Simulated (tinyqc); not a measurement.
# Resistance of a source-drain extension with a graded tip, step by step

Program tinyqc, `OMP_NUM_THREADS=1 python tinyqc.py 2282251 2282252 out.jsonl`; Intel Xeon 2.30GHz, shared host, one thread, about 0.05 s. Printed values are rounded.

y runs along the channel, the gate covers y > 0. The doping is N0 for y < y0 and N0 10^(-(y - y0)/la) beyond, uniform over the depth xj. Sheet conductance s(y) = q mu(N) max(N - Nch, 0) xj + (for y > 0) ma Cox Vo, with mu(N) = u0 + (u1 - u0)/(1 + (N/Nr)^au) and Cox = eps0 eox/tox. Current is taken as one-dimensional; depletion of the tip, spreading and the contact are left out. The metallurgical junction lies at yj, where N = Nch.

Inputs (values chosen for the exercise); mobility law close to that of electrons in silicon: relative permittivity of the gate insulator (close to silicon dioxide) eox = 3.9; insulator thickness tox = 1.4 nm; active doping of the extension far from the gate N0 = 2.8e20 cm^-3; lateral abruptness la = 2.3 nm/decade; position under the gate where the fall begins (gate edge at 0) y0 = 0.9 nm; depth of the extension xj = 23 nm; channel doping Nch = 2e18 cm^-3; gate overdrive Vo = 0.47 V; mobility of the gate-induced layer ma = 84 cm^2/(V s); mobility at low doping u1 = 1414 cm^2/(V s); mobility at high doping u0 = 68.5 cm^2/(V s); reference doping Nr = 9.2e16 cm^-3; exponent au = 0.711; gate length Lg = 90 nm.

Constants: q = 1.602176634e-19 C, eps0 = 8.8541878128e-14 F/cm where lengths are in cm. Results are converted to the units shown.

## Sheet resistances and junction position

yj = y0 + la log10(N0/Nch); sheet resistance of the full extension 1/[q mu(N0)(N0 - Nch) xj] and of the gate-induced layer 1/(ma Cox Vo); metallurgical length Lg - 2 yj; ye is where the doped and the gate-induced conductances are equal.

yj = 5.836094 nm
sheet resistance of the extension = 133.7657 ohm/square
sheet resistance of the induced layer = 10269.22 ohm/square
metallurgical length = 78.32781 nm
ye = 5.234889 nm
N at ye = 3.651098e18 cm^-3

The gate takes over 0.601 nm before the junction, where N is still 1.83 times the channel doping.

## Resistance of the overlapped part

Midpoint rule on 12 equal steps from 0 to yj: R_ov = sum h/s(y), per width.

y, point 0 to 11 (nm): [0.2431706, 0.7295118, 1.215853, 1.702194, 2.188535, 2.674877, 3.161218, 3.647559, 4.133900, 4.620241, 5.106583, 5.592924]
N, point 0 to 11 (cm^-3): [2.8e20, 2.8e20, 2.040942e20, 1.254232e20, 7.707708e19, 4.736664e19, 2.910850e19, 1.788822e19, 1.099295e19, 6.755566e18, 4.151538e18, 2.551270e18]
doped conductance, point 0 to 11 (uS): [7475.757, 7475.757, 5518.217, 3474.794, 2203.342, 1407.552, 904.8657, 582.5859, 370.8827, 226.1826, 120.9538, 37.44622]
sheet resistance, point 0 to 11 (ohm/square): [132.0457, 132.0457, 178.0755, 279.9417, 434.6464, 664.4824, 997.7610, 1470.666, 2135.561, 3090.607, 4580.177, 7417.045]
R_ov = 10.463 ohm um

The exact integral is 10.606 ohm um; the coarse sum is 1.4 % below it.
